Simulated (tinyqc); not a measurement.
Inside a calculation. Method: Hueckel theory of the pi electrons, for the molecule Bc1nc2nccnc2[nH]1 (SMILES; centres numbered as the heavy atoms are written). One step of it, computed by the program tinyqc.

Question. Energy, charges, bond orders. E = sum n x; q_r = z_r - P_rr; bond order p = P_rs; free valence = sqrt(3) - sum of p over the bonds of the atom.

x values: 2.602725  1.906766  1.605017  1.042214  0.828999  -0.375707  -0.836461  -1.170075  -1.604102  -1.999375

occupations: 2.000000  2.000000  2.000000  2.000000  2.000000  0.000000  0.000000  0.000000  0.000000  0.000000

charge and bond-order matrix P:
```
            1B         2C         3N         4C         5N         6C         7C         8N
1B    0.087713   0.268157   0.223064  -0.073549  -0.080122   0.057608   0.095585  -0.023489
2C    0.268157   0.876905   0.756007  -0.078013  -0.194464   0.104385   0.185290  -0.090930
3N    0.223064   0.756007   1.230126   0.489742  -0.056459  -0.106256   0.020252   0.020969
4C   -0.073549  -0.078013   0.489742   0.961352   0.577950  -0.087464  -0.280703   0.065725
5N   -0.080122  -0.194464  -0.056459   0.577950   1.165431   0.690946   0.027220  -0.327744
6C    0.057608   0.104385  -0.106256  -0.087464   0.690946   0.934642   0.630296   0.015386
7C    0.095585   0.185290   0.020252  -0.280703   0.027220   0.630296   0.922807   0.678289
8N   -0.023489  -0.090930   0.020969   0.065725  -0.327744   0.015386   0.678289   1.177355
9C   -0.124002  -0.228324  -0.045457   0.552389   0.053891  -0.287444  -0.069211   0.611323
10N   0.076516   0.438020  -0.261719  -0.131299   0.052106   0.070947  -0.092133  -0.116282

            9C        10N
1B   -0.124002   0.076516
2C   -0.228324   0.438020
3N   -0.045457  -0.261719
4C    0.552389  -0.131299
5N    0.053891   0.052106
6C   -0.287444   0.070947
7C   -0.069211  -0.092133
8N    0.611323  -0.116282
9C    0.913604   0.392165
10N   0.392165   1.730066
```

Centres:
```
centre  z_r, pi electrons of the neutral centre          h
1B                                            0  -1.000000
2C                                            1   0.000000
3N                                            1   0.500000
4C                                            1   0.000000
5N                                            1   0.500000
6C                                            1   0.000000
7C                                            1   0.000000
8N                                            1   0.500000
9C                                            1   0.000000
10N                                           2   1.500000
```

Bonds:
```
i    j         k
1    2  0.700000
2    3         1
3    4  1.000000
4    5         1
5    6  1.000000
6    7         1
7    8         1
8    9  1.000000
9   10  0.800000
10   2  0.800000
9    4         1
```

Give: pi energy = 10 alpha + this times beta; pi charges; Bond orders and lengths from R = 1.517 - 0.180 p; free valence of the carbons; gap between the highest filled and the next level.

Answer.

pi energy = 10 alpha + this times beta = 15.9714

pi charges: 1B -0.0877, 2C 0.1231, 3N -0.2301, 4C 0.0386, 5N -0.1654, 6C 0.0654, 7C 0.0772, 8N -0.1774, 9C 0.0864, 10N 0.2699

Bond orders and lengths from R = 1.517 - 0.180 p (angstrom, C-C alone):
```
bond       p       R
1-2   0.2682       -
2-3   0.7560       -
3-4   0.4897       -
4-5   0.5780       -
5-6   0.6909       -
6-7   0.6303  1.4035
7-8   0.6783       -
8-9   0.6113       -
9-10  0.3922       -
10-2  0.4380       -
9-4   0.5524  1.4176
```

free valence of the carbons: 2C 0.2699, 4C 0.1120, 6C 0.4108, 7C 0.4235, 9C 0.1762

gap between the highest filled and the next level = 1.2047 |beta|
